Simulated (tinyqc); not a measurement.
# Free and trapped electrons in a MOS channel with a dense trap tail: effects of single changes

p-type body, charge-sheet picture, full ionisation (an idealisation for deep acceptors), Boltzmann statistics for free electrons. e = Ec - EF at the surface. Acceptor-like traps of density D(E) = D0 + De exp(-E/Ew) at depth E below Ec, from 0 to Eu, hold n_t = integral of D(E)/(1 + exp((e - E)/Vt)). psi = Eg - Vt ln(Nv/Na) - e; N_dep = sqrt(2 eps0 eps_r Na (psi - Vt)/q); n_f = sqrt(N_dep^2 + 2 eps0 eps_r Vt Nc exp(-e/Vt)/q) - N_dep; Vg = Vfb + psi + q (N_dep + n_t + n_f)/Cox, Cox = eps0 eox/tox.

Values chosen for this exercise; band and dielectric values close to those of 4H silicon carbide:
```
symbol    value         unit                                             meaning
T           300            K                                         temperature
Eg         3.24           eV                                            band gap
eps_r      9.68                                            relative permittivity
Nc       1.7e19        cm^-3              conduction-band density of states at T
Nv      2.47e19        cm^-3                 valence-band density of states at T
eox         3.9                           relative permittivity of the insulator
tox          31           nm                                 insulator thickness
Na       3.5e15        cm^-3                                    acceptor density
Vfb        -2.3            V            flat-band voltage without trapped charge
D0       1.4e10  cm^-2 eV^-1  constant background density of acceptor-like traps
De       1.4e13  cm^-2 eV^-1          density of the tail at the conduction edge
Ew         0.12           eV                            decay energy of the tail
Eu         0.86           eV        depth below Ec down to which the traps reach
mf          100   cm^2/(V s)                          mobility of free electrons
```

Constants: q = 1.602176634e-19 C, kB = 1.380649e-23 J/K, Vt = kB T/q, eps0 = 8.8541878128e-14 F/cm where lengths are in cm. Results are converted to the units shown.

Each table varies one quantity; the others keep the values above.

## Free and trapped charge against gate voltage

Free share n_f/(n_f + n_t); swing ln 10 n_f/(dn_f/dVg); field-effect mobility mf q (dn_f/dVg)/Cox, for a constant mf; oxide field q (N_dep + n_t + n_f)/(eps0 eox).

Results:
```
Vg (V)	e (eV)	n_f (cm^-2)	n_t (cm^-2)	free share (%)	swing (mV/decade)	field-effect mobility (cm^2/(V s))	oxide field (MV/cm)
0.8	0.4330	4.043e5	5.387e10	7.505e-4	101.5	0.001319	0.1684
2.2	0.1137	7.884e10	7.076e11	10.02	871.8	29.95	0.5170
2.9	0.07430	2.818e11	9.617e11	22.66	1820	51.27	0.7301
3.6	0.04954	5.640e11	1.148e12	32.95	2926	63.83	0.9479
4.3	0.03127	8.977e11	1.287e12	41.09	4078	72.90	1.168
5	0.01674	1.270e12	1.390e12	47.75	5264	79.91	1.389
5.6	0.006321	1.614e12	1.456e12	52.57	6319	84.58	1.579
6.3	-0.004086	2.036e12	1.512e12	57.38	7602	88.69	1.802
```

Estimate the missing row, Vg = 1.5 V.

Computed row:
```
Vg (V)	e (eV)	n_f (cm^-2)	n_t (cm^-2)	free share (%)	swing (mV/decade)	field-effect mobility (cm^2/(V s))	oxide field (MV/cm)
1.5	0.1971	3.534e9	3.590e11	0.9747	330.4	3.542	0.3181
```

With this row back in the table: n_f reaches 1e11 cm^-2 at Vg = 2.30 V, against 1.22 V without traps. The free share rises from 7.51e-4 to 57.4 % and the field-effect mobility rises from 0.00132 to 88.7 cm^2/(V s), although mf = 100 is constant: in the last row 88.7 % of Cox dVg goes into free electrons. The swing in the first row is 102 mV a decade (Vt ln 10 = 59.5). For Vg = 3.6, 4.3, 5, 5.6, 6.3 EF lies less than 2 Vt below the band edge, or above it, where degeneracy and confinement, left out, matter.

## Effect of the decay energy of the tail

VT is the Vg for n_f = 1e11 cm^-2; swing ln 10 n_f/(dn_f/dVg) at n_f = 1e8 cm^-2; the last three columns are for Vg = VT + 2.5 V, with free share n_f/(n_f + n_t) and field-effect mobility mf q (dn_f/dVg)/Cox; there EF is near the band edge, where Boltzmann statistics are rough.

Results:
```
Ew (eV)	e at VT (eV)	VT (V)	q n_t/Cox at VT (V)	swing (mV/decade)	n_f (cm^-2)	free share (%)	field-effect mobility (cm^2/(V s))
0.03	0.1068	1.286	0.06537	66.81	1.526e12	84.33	89.68
0.05	0.1068	1.412	0.1915	72.35	1.396e12	73.46	85.86
0.07	0.1068	1.610	0.3901	90.66	1.301e12	63.76	82.94
0.09	0.1068	1.860	0.6397	121.7	1.232e12	55.58	80.65
0.11	0.1068	2.144	0.9240	161.2	1.179e12	48.83	78.83
0.13	0.1068	2.451	1.231	204.8	1.139e12	43.31	77.34
0.17	0.1068	3.102	1.882	293.9	1.081e12	35.05	75.10
```

Estimate the missing row, Ew = 0.15 eV.

Computed row:
```
Ew (eV)	e at VT (eV)	VT (V)	q n_t/Cox at VT (V)	swing (mV/decade)	n_f (cm^-2)	free share (%)	field-effect mobility (cm^2/(V s))
0.15	0.1068	2.773	1.553	249.7	1.107e12	38.78	76.12
```

With this row back in the table: As Ew goes from 0.03 to 0.17, VT rises from 1.29 to 3.10 V, its part due to traps rises from 0.0654 to 1.88 V, the swing rises from 66.8 to 294 mV/decade and the field-effect mobility falls from 89.7 to 75.1 cm^2/(V s).

Numbers from tinyqc (`OMP_NUM_THREADS=1 python tinyqc.py 2222141 2222142 out.jsonl`; about 0.02 s on one thread of a shared Intel Xeon 2.30GHz).
